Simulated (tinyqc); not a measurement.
Schottky barrier on an n-type semiconductor, non-linear Poisson equation by Newton steps: one step of the calculation.

One dimension, metal at x = 0, donor density C(x) = Nd, uniform. Energies are counted from the electron Fermi level of the semiconductor and the conduction-band edge is Ec = -psi, so n = Nc exp(psi/Vt); holes follow the Fermi level of the metal, at -V, so p = Nv exp((V - psi - Eg)/Vt). Ends: psi(0) = V - phiB and psi = Vt ln(Nd/Nc) deep inside. Boltzmann statistics, full ionisation, no current, no image force in the Poisson equation.

Problem. Newton step. Solve the tridiagonal system a_(i-1) d_(i-1) + b_i d_i + a_i d_(i+1) = -F_i for nodes 1 to 10, with d = 0 on fixed nodes. Each component d is damped to sign(d) Vt ln(1 + |d|/Vt) before it is added.

Inputs (values chosen for the exercise):
- T = 450 K (temperature)

Constants: q = 1.602176634e-19 C, kB = 1.380649e-23 J/K, Vt = kB T/q. Results are converted to the units shown.

coupling a_i, interval 0 to 10 (F/cm^2): 1.3967170e-7  1.1666695e-7  9.8185053e-8  8.1956119e-8  6.8865905e-8  5.7321910e-8  4.8139274e-8  3.9826066e-8  3.4195484e-8  2.8333401e-8  2.3611168e-8

```
node  diagonal b (F/cm^2)  residual F (C/cm^2)
1           -2.5633872e-7        6.0665025e-12
2           -2.1485200e-7        6.7079006e-12
3           -1.8014117e-7        7.3431596e-12
4           -1.5082202e-7        7.9443043e-12
5           -1.2618782e-7        8.4993043e-12
6           -1.0552566e-7        8.0400759e-12
7           -1.6512007e-7       -6.6503116e-10
8           -4.2864912e-7       -1.4983070e-10
9           -5.3457978e-7        9.0302732e-12
10          -6.2437773e-7        3.4326020e-14
```

psi after iteration 1, node 0 to 11 (V): -3.4100000  -3.0031780  -2.5546475  -2.0762520  -1.5811536  -1.1028051  -0.6874599  -0.4197186  -0.3671419  -0.3627109  -0.3624051  -0.3623905

Wanted: Newton step d, before damping; psi after iteration 2.

Solution.

Newton step d, before damping, node 1 to 10 (in units of 1e-3 V): -0.229  -0.556  -1.013  -1.649  -2.522  -3.719  -5.316  -0.846  -0.037  -0.002
psi after iteration 2, node 0 to 11 (V): -3.410  -3.003  -2.555  -2.077  -1.583  -1.105  -0.691  -0.425  -0.368  -0.363  -0.362  -0.362

Program tinyqc, `OMP_NUM_THREADS=1 python tinyqc.py 2020103 2020104 out.jsonl`; Intel Xeon 2.30GHz, shared host, one thread, about 0.04 s.
